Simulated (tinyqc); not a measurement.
Quantum against classical capture: non-radiative capture by multiphonon emission, one effective mode. Computed by tinyqc, a small Python program. Command: `OMP_NUM_THREADS=1 python tinyqc.py 3031857 3031858 out.jsonl capture walk`. One thread of a shared host (Intel(R) Xeon(R) Processor @ 2.30GHz), about 0.02 s of CPU time with the checks.

The initial state (free carrier plus empty centre) lies dE above the final state; both have the same frequency and are displaced by dQ.

Inputs (values chosen for the exercise, with mass, screening and phonons like those of GaN):

| quantity | value | unit |
|---|---|---|
| energy released dE | 1.23 | eV |
| phonon energy hbar omega | 89.5 | meV |
| Huang-Rhys factor S | 7.66 | - |
| electron-phonon coupling W | 0.012 | eV/(u^(1/2) angstrom) |
| cell volume V | 1750 | angstrom^3 |
| degeneracy g | 2 | - |
| broadening b | 52 | meV |
| temperature T | 120 | K |

Centre: neutral.

Constants: hbar^2/u = 4.18015928e-03 eV angstrom^2; k_B = 8.617333262e-05 eV/K; hbar = 6.582119569e-16 eV s.

Method:
- dQ = sqrt(2 S (hbar^2/u)/hbar omega); relaxation energy lambda = S hbar omega; phonons needed P = dE/hbar omega; classical barrier E_b = (dE - lambda)^2/(4 lambda); occupation n = 1/(exp(hbar omega/k_B T) - 1).
- M_p = sum_m w_m <m_i|Q|(m + p)_f>^2 with Q counted from the final minimum and Boltzmann weights w_m for m = 0..24; <m_i|Q|k_f> = sqrt((hbar^2/u)/(2 hbar omega)) [sqrt(k) <m|k-1> + sqrt(k+1) <m|k+1>], with overlaps of oscillators displaced by d = sqrt(2 S) summed on 1500 points from -16 to 16 + d.
- The delta function is a Gaussian of standard deviation b at dE - p hbar omega.
- C_0 = V (2 pi/hbar) g W^2 sum_p M_p Gaussian_p. Here the sum runs over all p.
- Classical (Marcus) form: replace the sum by Q_c^2 exp(-E_b/k_B T)/sqrt(4 pi lambda k_B T), Q_c = dQ (dE + lambda)/(2 lambda).
- For a neutral centre the Sommerfeld factor is 1.
- The last column is -k_B d ln C_0/d(1/T) from this row and the one above.

dQ = 0.845891 u^(1/2) angstrom

lambda = 0.68557 eV

classical barrier E_b = 0.108087 eV

Against temperature:

| T (K) | C_0, quantum (cm^3/s) | C_0, classical (cm^3/s) | Sommerfeld factor | activation energy (eV) |
|---|---|---|---|---|
| 83 | 1.1777e-09 | 7.4029e-15 | 1 | - |
| 160 | 1.1818e-09 | 7.6797e-12 | 1 | 5.1357e-05 |
| 260 | 1.2279e-09 | 1.2285e-10 | 1 | 1.3733e-03 |
| 420 | 1.4184e-09 | 6.0727e-10 | 1 | 8.4795e-03 |
| 620 | 1.7431e-09 | 1.3098e-09 | 1 | 2.3132e-02 |
| 930 | 2.2080e-09 | 2.0990e-09 | 1 | 3.7891e-02 |
| 1500 | 2.7111e-09 | 2.7592e-09 | 1 | 4.3296e-02 |

At 83.0 K the quantum value is 160000 times the classical one: C_0 comes from tunnelling out of the lowest level and hardly depends on T. At 1500 K the ratio is 0.98. The largest apparent activation energy is 0.043 eV against the classical barrier of 0.108 eV, so an Arrhenius fit understates the barrier, through tunnelling and the broadening b at low T and the T^(-1/2) prefactor at high T.

Extremes, crossings and ranges named in words are read from the listed rows.
